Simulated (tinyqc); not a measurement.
Inside a calculation. Model: resistance of a source-drain extension with a graded tip.

Program tinyqc, `OMP_NUM_THREADS=1 python tinyqc.py 2282030 2282031 out.jsonl`; Intel Xeon 2.30GHz, shared host, one thread, about 0.05 s. Printed values are rounded.

y runs along the channel, the gate covers y > 0. The doping is N0 for y < y0 and N0 10^(-(y - y0)/la) beyond, uniform over the depth xj. Sheet conductance s(y) = q mu(N) max(N - Nch, 0) xj + (for y > 0) ma Cox Vo, with mu(N) = u0 + (u1 - u0)/(1 + (N/Nr)^au) and Cox = eps0 eox/tox. Current is taken as one-dimensional; depletion of the tip, spreading and the contact are left out. The metallurgical junction lies at yj, where N = Nch.

Parameters, values chosen for the exercise; mobility law close to that of electrons in silicon:
- eox = 3.9 (relative permittivity of the gate insulator (close to silicon dioxide))
- tox = 1.4 nm (insulator thickness)
- N0 = 6.1e19 cm^-3 (active doping of the extension far from the gate)
- la = 6.4 nm/decade (lateral abruptness)
- y0 = 0.8 nm (position under the gate where the fall begins (gate edge at 0))
- xj = 18 nm (depth of the extension)
- Nch = 1.3e18 cm^-3 (channel doping)
- Vo = 0.46 V (gate overdrive)
- ma = 94 cm^2/(V s) (mobility of the gate-induced layer)
- u1 = 1414 cm^2/(V s) (mobility at low doping)
- u0 = 68.5 cm^2/(V s) (mobility at high doping)
- Nr = 9.2e16 cm^-3 (reference doping)
- au = 0.711 (exponent)
- Lg = 40 nm (gate length)

Constants: q = 1.602176634e-19 C, eps0 = 8.8541878128e-14 F/cm where lengths are in cm. Results are converted to the units shown.

## Sheet resistances and junction position

yj = y0 + la log10(N0/Nch); sheet resistance of the full extension 1/[q mu(N0)(N0 - Nch) xj] and of the gate-induced layer 1/(ma Cox Vo); metallurgical length Lg - 2 yj; ye is where the doped and the gate-induced conductances are equal.

yj = 11.4969 nm
sheet resistance of the extension = 711.466 ohm/square
sheet resistance of the induced layer = 9376.25 ohm/square
metallurgical length = 17.0063 nm
ye = 8.66748 nm
N at ye = 3.59780e18 cm^-3

The gate takes over 2.83 nm before the junction, where N is still 2.77 times the channel doping.

## Resistance of the overlapped part

Midpoint rule on 10 equal steps from 0 to yj: R_ov = sum h/s(y), per width.

```
point    y (nm)   N (cm^-3)  doped conductance (uS)  sheet resistance (ohm/square)
0      0.574844      6.1e19                 1405.55                        661.288
1       1.72453  4.37393e19                 1041.54                        870.933
2       2.87422  2.89223e19                 722.369                        1206.24
3       4.02391  1.91247e19                 504.273                        1636.86
4       5.17359  1.26461e19                 353.131                        2174.94
5       6.32328  8.36214e18                 246.182                        2834.19
6       7.47297  5.52941e18                 168.151                        3638.96
7       8.62266  3.65628e18                 108.700                        4643.56
8       9.77234  2.41769e18                 60.7426                        5973.89
9       10.9220  1.59868e18                 19.3549                        7936.04
```

R_ov = 36.304 ohm um

The exact integral is 36.462 ohm um; the coarse sum is 0.43 % below it.
